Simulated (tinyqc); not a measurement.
## Bandgap voltage reference from two bipolar transistors: effect of the area ratio of the second transistor

Two transistors of area 1 and N carry the same current I. Is(T) = Is (T/T0)^eta exp[(Vg0 q/kB)(1/T0 - 1/T)], VBE1 = Vt ln(I/Is(T)) + I rb, VBE2 = Vt ln(I/(N Is(T))) + I rb/N. The amplifier forces I R1(T) = VBE1 - VBE2 + Vos, with R(T) = R (1 + tc (T - T0)) for both resistors, and the output is Vref = VBE1 + I R2(T). Base currents and the Early effect are neglected.

Vt = kB T/q; I = (Vt ln N + Vos)/(R1(T) - rb (1 - 1/N)). Box coefficient: span of Vref between 233 and 398 K over its average over T and over 165 K. The last column is the R2 that gives zero slope at T0.

Values chosen for this exercise; values of the order met in silicon bipolar transistors: reference temperature T0 = 323 K; band-gap voltage extrapolated to 0 K Vg0 = 1.145 V; temperature exponent of the saturation current eta = 3.7; saturation current of the unit transistor at T0 Is = 1.7e-16 A; resistor across which the difference of VBE falls, at T0 R1 = 4.8 kohm; temperature coefficient of both resistors tc = 200 ppm/K; offset of the amplifier Vos = 0 mV; series resistance of the unit transistor rb = 0 ohm; output resistor at T0 R2 = 44.54 kohm.

Constants: q = 1.602176634e-19 C, kB = 1.380649e-23 J/K. Results are converted to the units shown.

Result of one run:
```
N	I at T0 (uA)	Vref at T0 (V)	slope at T0 (uV/K)	box coefficient (ppm/K)	R2 for zero slope (kohm)
2	4.019	0.8439	-1171	1364	138.6
```

What becomes of these results when the area ratio of the second transistor N is changed from 2 to 48, all else the same?

Result of the changed run:
```
N	I at T0 (uA)	Vref at T0 (V)	slope at T0 (uV/K)	box coefficient (ppm/K)	R2 for zero slope (kohm)
48	22.45	1.713	1519	898.3	22.68
```

The whole series:
```
N	I at T0 (uA)	Vref at T0 (V)	slope at T0 (uV/K)	box coefficient (ppm/K)	R2 for zero slope (kohm)
2	4.019	0.8439	-1171	1364	138.6
4	8.039	1.042	-556.5	524.3	66.90
8	12.06	1.233	32.67	34.70	43.66
15	15.70	1.402	558.1	405.5	33.06
24	18.43	1.528	947.7	629.0	27.93
48	22.45	1.713	1519	898.3	22.68
100	26.70	1.907	2121	1126	18.89
```

As N goes from 2 to 100, Vref rises from 0.8439 to 1.907 V and the box coefficient goes from 1360 through a minimum of 34.7 (at N = 8 among the rows listed) to 1130 ppm/K. A larger N needs a smaller R2/R1, which lowers the gain seen by offset and noise.

Numbers from tinyqc (`OMP_NUM_THREADS=1 python tinyqc.py 2062097 2062098 out.jsonl`; about 0.03 s on one thread of a shared Intel Xeon 2.30GHz).
